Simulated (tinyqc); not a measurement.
# p-i-n power rectifier, conductivity modulation at high injection: forward voltage and stored charge against the temperature

A drift layer from x = -d to d (2 d = W) between ideal p+ and n+ emitters (no recombination in them). High injection, n = p, ambipolar diffusion with one lifetime; both mobilities scale as (T/300 K)^(-bt).

Nc and Nv are given at 400 K and scale as (T/400 K)^1.5; tau is held fixed. Triangular field at breakdown with Ec = Kc N^(1/8): BV = eps0 eps_r Ec^2/(2 q N), so N = (eps0 eps_r Kc^2/(2 q BV))^(4/3); W = 2 BV/Ec; mu = mud (T/300 K)^(-bt); rho = 1/(q mu N); ideal resistance rho W. Da = 2 mun mup Vt/(mun + mup), La = sqrt(Da tau), B = (mun - mup)/(mun + mup) with mun = mud (T/300 K)^(-bt), mup likewise; n(x) = (tau J/(2 q La)) [cosh(x/La)/sinh(d/La) - B sinh(x/La)/cosh(d/La)]. Ohmic drop: integral of J/(q (mun + mup) n); diffusion (Dember) drop Vt B ln(n(-d)/n(d)); both junctions together Vt ln(n(-d) n(d)/ni^2), ni = sqrt(Nc Nv) exp(-Eg/(2 Vt)), Eg in volts; V_F = the sum; stored charge q times the integral of n. Integrals on a fine grid. Peak reverse current if all stored charge left in a linear ramp without recombination (an upper bound): sqrt(2 a Q). Rows where n falls below the doping are left out.

Values chosen for this exercise; bulk values close to those of 4H silicon carbide:
```
symbol,value,unit,meaning
eps_r,9.53,,relative permittivity
Kc,22300,V/cm per (cm^-3)^(1/8),critical-field constant
BV,1800,V,rated breakdown voltage of the drift layer
mud,806,cm^2/(V s),drift mobility at 300 K
bt,2.4,,temperature exponent of the drift mobility
mup,104,cm^2/(V s),hole mobility at 300 K
Eg,3.14,eV,band gap
Nc,2.62e19,cm^-3,conduction-band density of states at the reference temperature
Nv,3.85e19,cm^-3,valence-band density of states at the reference temperature
J,200,A/cm^2,forward current density
a,61,A/(cm^2 us),ramp rate of the current at turn-off
tau,1.3e-6,s,high-level lifetime
```

Constants: q = 1.602176634e-19 C, kB = 1.380649e-23 J/K, Vt = kB T/q, eps0 = 8.8541878128e-14 F/cm where lengths are in cm. Results are converted to the units shown.

The same in every row: Q (uC/cm^2) = 260.0; sqrt(2 a Q) (A/cm^2) = 178.1.

Result of one run:
```
d/La,"drift drop, ohmic and diffusion (V)",junction drops (V),V_F (V),lowest n over N,J rho W (V)
0.3340,0.005357,2.991,2.996,138.5,0.3714
```

Which temperature T gave this result: 250, 290, 330 or 410 K?

T = 290 K.

The whole series:
```
T (K),d/La,"drift drop, ohmic and diffusion (V)",junction drops (V),V_F (V),lowest n over N,J rho W (V)
250,0.3011,0.003778,3.020,3.024,139.8,0.2601
290,0.3340,0.005357,2.991,2.996,138.5,0.3714
330,0.3657,0.007253,2.959,2.966,137.2,0.5065
370,0.3961,0.009476,2.927,2.936,135.8,0.6665
410,0.4257,0.01204,2.893,2.905,134.4,0.8527
450,0.4543,0.01494,2.859,2.874,133.0,1.066
490,0.4822,0.01820,2.823,2.842,131.6,1.308
```

V_F falls from 3.02 to 2.84 V; the drift drop rises from 0.00378 to 0.0182 V and the junction drops fall from 3.02 to 2.82 V. Where n exceeds a few 1e17 cm^-3, emitter and Auger recombination, left out here, lower n and change V_F.

Numbers from tinyqc (`OMP_NUM_THREADS=1 python tinyqc.py 2230025 2230026 out.jsonl`; about 0.01 s on one thread of a shared Intel Xeon 2.30GHz).
